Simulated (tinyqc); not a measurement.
Raising U: Hubbard ring of 6 sites, mean field against exact. Computed by the program tinyqc. 

one-body matrix (hopping and site energies) (eV):
```
         1        2        3        4        5        6
1   0.0000  -0.7000   0.0000   0.0000   0.0000  -0.7000
2  -0.7000   0.0000  -0.7000   0.0000   0.0000   0.0000
3   0.0000  -0.7000   0.0000  -0.7000   0.0000   0.0000
4   0.0000   0.0000  -0.7000   0.0000  -0.7000   0.0000
5   0.0000   0.0000   0.0000  -0.7000   0.0000  -0.7000
6  -0.7000   0.0000   0.0000   0.0000  -0.7000   0.0000
```

electrons, up and down: 3  3

Collinear unrestricted mean field (the lowest of 40 random starts) against exact diagonalisation.

Exact and mean-field results (eV):

| U | U/t | E exact | E mean field | mean \|n_up - n_down\| | double occupancy, exact | first gap in the sector |
|---|---|---|---|---|---|---|
| 0.3500 | 0.5000 | -5.092642 | -5.075000 | 0.0000 | 0.2332 | 1.2811 |
| 0.7000 | 1.0000 | -4.620811 | -4.550000 | 0.0000 | 0.2161 | 1.1594 |
| 1.4000 | 2.0000 | -3.786620 | -3.500000 | 0.0000 | 0.1808 | 0.9192 |
| 2.1000 | 3.0000 | -3.103348 | -2.555897 | 0.5539 | 0.1446 | 0.7060 |
| 2.8000 | 4.0000 | -2.568094 | -1.985425 | 0.7578 | 0.1111 | 0.5392 |
| 4.2000 | 6.0000 | -1.853962 | -1.363324 | 0.8914 | 0.0637 | 0.3396 |
| 5.6000 | 8.0000 | -1.433692 | -1.034115 | 0.9384 | 0.0391 | 0.2440 |
| 8.4000 | 12.0000 | -0.979900 | -0.695207 | 0.9724 | 0.0186 | 0.1587 |
| 14.0000 | 20.0000 | -0.596755 | -0.418955 | 0.9900 | 0.0070 | 0.0952 |

In absolute terms mean field is worst at U/t = 4.0, 0.583 eV too high: at small U it is nearly exact, and at large U it misses only exchange-scale energies. Its local moments set in at U/t = 3.0 of those listed, a broken symmetry that the exact state of a finite cluster with equal spins does not have. Relative to the exact energy its error is 0.3 % at the smallest U, 30 % at most and 30 % at the largest. The double occupancy falls from 0.233 to 0.007; at the largest U the first gap is 0.68 times the exchange scale 4t^2/U.
